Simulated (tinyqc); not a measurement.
Interstitial-substitutional diffusion of a fast metal impurity in a wafer (kick-out and dissociative mechanisms): one step, computed by the program tinyqc.

The metal moves as an interstitial A_i and dissolves on lattice sites either by kicking out a self-interstitial (A_i = A_s + I) or by filling a vacancy (A_i + V = A_s). With A_i at its solubility, local equilibrium and c = C_s/C_s*, self-interstitials and vacancies obey C_I/C_I* = 1/c and C_V/C_V* = c.

Question. Diffusivity against concentration. In defect-free silicon dc/dt = d/dx [(D_K/c^2 + D_F) dc/dx], c = 1 at both faces. D_K = D_I C_I*/C_s* and D_F = D_V C_V*/C_s*. The two terms are equal at c* = sqrt(D_K/D_F). Take c = 1, 0.5, 0.2, 0.1, 0.03 and 0.01.

Inputs (values chosen for the exercise, loosely like those of gold in silicon): temperature T = 825 C.

D_K = 3.649972e-12 cm^2/s

D_F = 8.093955e-12 cm^2/s

Give: c*; Effective diffusivity (cm^2/s).

Answer.

c* = 0.67153

Effective diffusivity (cm^2/s):

| c | kick-out term | total |
|---|---|---|
| 1.00 | 3.6500e-12 | 1.1744e-11 |
| 0.50 | 1.4600e-11 | 2.2694e-11 |
| 0.20 | 9.1249e-11 | 9.9343e-11 |
| 0.10 | 3.6500e-10 | 3.7309e-10 |
| 0.03 | 4.0555e-09 | 4.0636e-09 |
| 0.01 | 3.6500e-08 | 3.6508e-08 |
